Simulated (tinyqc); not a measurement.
From results back to parameters: valley splitting in a one-orbital chain of atomic planes (second-neighbour model). Four cases, with inputs chosen for the exercise.

Problem. For E(phi) = e0 + 2 v cos(phi) + 2 u cos(2 phi) with u, v > 0 and planes a/4 apart, the heights of the band at phi = 0 and phi = pi above its minimum were computed from hidden u and v; c = hbar^2/2m0.

Constants: hbar^2/2m0 = 3.80998211 eV angstrom^2.

Case 1.

Values chosen (out of a larger set: near those of the Delta valleys of silicon; abrupt walls in this chain split the valleys several times more than measured wells; not measured data): a = 5.422 angstrom (lattice constant; planes lie a/4 apart).

E(0) - Emin = 3.382000 eV
E(pi) - Emin = 1.586000 eV

Case 2.

Values chosen (out of a larger set: near those of the Delta valleys of silicon; abrupt walls in this chain split the valleys several times more than measured wells; not measured data): a = 5.433 angstrom (lattice constant; planes lie a/4 apart).

E(0) - Emin = 3.574587 eV
E(pi) - Emin = 1.610587 eV

Case 3.

Values chosen (out of a larger set: near those of the Delta valleys of silicon; abrupt walls in this chain split the valleys several times more than measured wells; not measured data): a = 5.422 angstrom (lattice constant; planes lie a/4 apart).

E(0) - Emin = 4.127767 eV
E(pi) - Emin = 1.187767 eV

Case 4.

Values chosen (out of a larger set: near those of the Delta valleys of silicon; abrupt walls in this chain split the valleys several times more than measured wells; not measured data): a = 5.44 angstrom (lattice constant; planes lie a/4 apart).

E(0) - Emin = 3.797650 eV
E(pi) - Emin = 1.321650 eV

Find: u, v; phi0; mass at the minimum.

Solution. E - Emin = 4u (cos(phi) + v/(4u))^2. The difference of the two heights is 4v, and for v < 4u the sum of their square roots is 4 sqrt(u). The mass is (2c)/((a/4)^2 (8u - v^2/(2u))).

Case 1.

u, v (eV): 0.600  0.449

phi0 = 1.7590 rad
mass at the minimum = 0.895 m0

Case 2.

u, v (eV): 0.624  0.491

phi0 = 1.7688 rad
mass at the minimum = 0.861 m0

Case 3.

u, v (eV): 0.609  0.735

phi0 = 1.8773 rad
mass at the minimum = 0.936 m0

Case 4.

u, v (eV): 0.600  0.619

phi0 = 1.8317 rad
mass at the minimum = 0.919 m0

Computed by tinyqc, one run a case: `OMP_NUM_THREADS=1 python tinyqc.py N N+1 out.jsonl` with N = 1481792, 1481837, 1481887, 1481927; one thread of a shared Intel(R) Xeon(R) Processor @ 2.30GHz, about 0.02 s a run at most.
